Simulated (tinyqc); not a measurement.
# From one set of inputs to another, one input at a time

Model: sheet resistance and Hall data of a diffused or implanted layer. Computed by tinyqc, a small Python program. Command: `OMP_NUM_THREADS=1 python tinyqc.py 3017638 3017639 out.jsonl layer ladder`. One thread of a shared host (Intel(R) Xeon(R) Processor @ 2.30GHz), about 0.07 s of CPU time with the checks.

Carriers are taken equal to the net active doping down to the junction (full ionisation, which deep dopants in wide-gap hosts do not reach; no spill-over, no depletion), and the Hall factor is 1.

The inputs printed are set A. Set A is modelled on phosphorus in silicon; the values taken over come from a set modelled on aluminium in 4H-SiC. Inputs not listed in the table keep their values of set A, so the rows need not describe a real material.

Inputs (values chosen for the exercise, modelled on phosphorus in silicon): mu_min = 70.3 cm^2/(V s); mu_max = 1400 cm^2/(V s); N_ref = 9.4e+16 1/cm^3; exponent alpha = 0.72; peak concentration N_0 = 1e+21 1/cm^3; length scale l = 570 nm; background doping N_B (opposite type) = 4.4e+14 1/cm^3; solubility limit N_s = 3.4e+20 1/cm^3.

Profile: complementary error function. Activation: limited by solubility.

Constants: e = 1.602176634e-19 C.

Method:
- N(x) = N_0 erfc(x/l), dose N_0 l/sqrt(pi), junction x_j = l erfc^-1(N_B/N_0).
- Mobility mu = mu_min + (mu_max - mu_min)/(1 + (N_t/N_ref)^alpha), N_t = active doping + N_B; carriers n = active doping - N_B, active doping min(N, N_s).
- Integrals from x_0 (0 unless stated) to x_j by the midpoint rule on 400 even intervals: 1/R_s = e int n mu dx; sheet density n_s = int n dx; Hall sheet density (int n mu dx)^2/int n mu^2 dx; Hall mobility int n mu^2 dx/int n mu dx.
- Mean conductivity 1/(R_s x_j); mean mobility 1/(e n_s R_s).

Each row keeps all changes above it:
```
input moved                                        from       to  sheet resistance R_s (ohm)  Hall mobility (cm^2/(V s))  junction depth x_j (nm)
set A                                                 -        -                       4.031                       77.72                   2035.7
background doping N_B (opposite type) (1/cm^3)  4.4e+14  1.4e+14                       4.031                       77.74                   2122.2
length scale l (nm)                                 570      920                       2.497                       77.74                   3425.2
mu_min (cm^2/(V s))                                70.3     16.2                       8.602                       28.86                   3425.2
N_ref (1/cm^3)                                  9.4e+16  1.9e+19                       0.882                      275.05                   3425.2
mu_max (cm^2/(V s))                                1400      127                       5.905                       34.69                   3425.2
peak concentration N_0 (1/cm^3)                   1e+21  2.3e+20                      12.482                       45.78                   3245.2
solubility limit N_s (1/cm^3)                   3.4e+20  9.1e+19                      15.318                       51.78                   3245.2
```

Where does the difference come from?

Sheet resistance R_s goes from 4.03 to 15.3, a factor 3.80 in all. The largest single move comes from N_ref (a factor 0.103), but it runs against the net change; the largest move in the direction of the net change is mu_max (a factor 6.69). Hall mobility goes from 77.7 to 51.8, a factor 0.666 in all. The largest single move comes from N_ref (a factor 9.53), but it runs against the net change; the largest move in the direction of the net change is mu_max (a factor 0.126). Junction depth x_j goes from 2040 to 3250, a factor 1.59 in all. The largest single move comes from length scale l (a factor 1.61), and peak concentration N_0 works against it (a factor 0.947). The single moves hold for this order of the switches; the total does not depend on the order.

Extremes, crossings and ranges named in words are read from the listed rows.
